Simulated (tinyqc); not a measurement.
Worked calculation: chemical vapour deposition: Grove model, boundary layer, depletion and step coverage. Computed by tinyqc, a small Python program that keeps every step. Command: `OMP_NUM_THREADS=1 python tinyqc.py 3011341 3011342 out.jsonl cvd walk`. One thread of a shared host (Intel(R) Xeon(R) Processor @ 2.30GHz), about 0.01 s of CPU time with the checks. Intermediate numbers are printed to about 5 digits and carried at full precision; extremes and crossings named in words are read from the listed rows.

A precursor diffuses to the surface and reacts there at first order; each molecule that reacts adds one formula unit of film.

Inputs (values chosen for the exercise, close to those used for silicon dioxide from an alkoxysilane): prefactor k0 of k_s = 2.9e+10 cm/s; activation energy E = 1.84 eV; temperature T = 650 C; total pressure p = 96 torr; mole fraction of the precursor Y = 0.0045; gas diffusivity D0 at 273.15 K and 760 torr = 0.47 cm^2/s; film density N = 2.2e+22 formula units/cm^3; precursor mass M = 208 u; trench width w = 0.096 um; aspect ratio of the trench = 37; gas velocity U = 11 cm/s; kinematic viscosity nu0 at 273.15 K and 760 torr = 0.35 cm^2/s; susceptor length L = 37 cm; channel height b = 3.5 cm.

Reactor: horizontal, reduced pressure.

Constants: k_B = 1.380649e-23 J/K; u = 1.6605390666e-27 kg; k_B = 8.617333262e-05 eV/K.

## Gas-phase and surface constants

k_s = k0 exp(-E/(k_B T)); C_g = Y p/(k_B T), 1 torr = 133.322 Pa; D = D0 (T/273.15)^1.75 (760/p). Temperatures in kelvin are T(C) + 273.15. Mean speed c = sqrt(8 k_B T/(pi M)); reactive sticking probability beta = 4 k_s/c.

surface rate constant k_s = 2.6136 cm/s

precursor density C_g = 4.5189e+15 1/cm^3

gas diffusivity D = 31.345 cm^2/s

mean speed c = 30654 cm/s

sticking probability beta = 3.4104e-04

## Boundary layer

nu = nu0 (T/273.15)^1.75 (760/p); Re = U L/nu; mean boundary layer delta = (2/3) L/sqrt(Re), at most b/2; h_g = D/delta.

Reynolds number Re = 17.437

boundary layer delta = 1.75 cm

mass-transfer coefficient h_g = 17.911 cm/s

Caution: the boundary layer is capped at b/2, so U, L and nu no longer affect h_g.

## Growth rate at the inlet

Fluxes in series: C_s = C_g/(1 + k_s/h_g); growth rate G = k_s h_g/(k_s + h_g) C_g/N; 1 cm/s = 6e8 nm/min.

ratio k_s/h_g = 0.14592

C_s/C_g = 0.87266

growth rate G at the inlet = 281.09 nm/min

The surface reaction limits the rate, so temperature must be uniform.

## Depletion along the susceptor

Plug flow: U b dC/dx = -k_eff C with k_eff = k_s h_g/(k_s + h_g), so C falls as exp(-k_eff x/(U b)); the used share of the precursor is 1 - C(L)/C(0).

k_eff = 2.2808 cm/s

depletion length = 16.880 cm

rate at the outlet over rate at the inlet = 0.11170

rate at the outlet = 31.398 nm/min

88.8 % of the precursor is used.

## Reaction control against transport control

The formulas are those given above.

Rates:
```
T (C)  k_s (cm/s)  h_g (cm/s)  G (nm/min)  reaction limit (nm/min)  transport limit (nm/min)
450    4.3558e-03      11.683  6.8503e-01               6.8528e-01                    1838.0
500    2.9401e-02      13.133  4.3167e+00               4.3264e+00                    1932.5
550    1.5736e-01      14.655  2.1519e+01               2.1750e+01                    2025.5
600    6.9504e-01      16.248  8.6848e+01               9.0563e+01                    2117.1
650    2.6136e+00      17.911  2.8109e+02               3.2210e+02                    2207.4
700    8.5773e+00      19.643  6.9799e+02               1.0028e+03                    2296.5
750    2.5062e+01      21.443  1.2850e+03               2.7869e+03                    2384.4
800    6.6268e+01      23.311  1.8282e+03               7.0254e+03                    2471.3
850    1.6069e+02      25.244  2.2100e+03               1.6277e+04                    2557.2
```

The apparent activation energy of G is 1.77 eV between the first rows and 0.39 eV between the last, against E = 1.84 eV. k_s passes h_g between 700 and 750 C, where control shifts from the surface to the gas. In the reaction limit the slope is E - k_B T, because C_g falls as 1/T; any further lowering comes from transport.

## Step coverage in a trench

In a long trench of width w and depth l = aspect ratio x w: Knudsen diffusivity D_K = (2w) c/3 (hydraulic diameter 2w), combined as 1/D_e = 1/D_K + 1/D; D_e d2C/dz2 = 2 k_s C/w with D_e dC/dz = -k_s C at the floor. With m = sqrt(2 k_s/(w D_e)): C(floor)/C(top) = 1/[cosh(m l) + (k_s/(D_e m)) sinh(m l)].

Knudsen diffusivity D_K = 0.19619 cm^2/s

effective diffusivity D_e = 0.19497 cm^2/s

modulus m l = 0.59359

step coverage = 0.84285

Wall collisions limit transport in the trench; then m l = aspect ratio x sqrt(3 beta)/2, 0.5917, whatever the width. Caution: the hydraulic-diameter form of D_K is rough for a slit.

Checks made by the program: step coverage against a numerical boundary-value solution (relative difference below 1e-10).
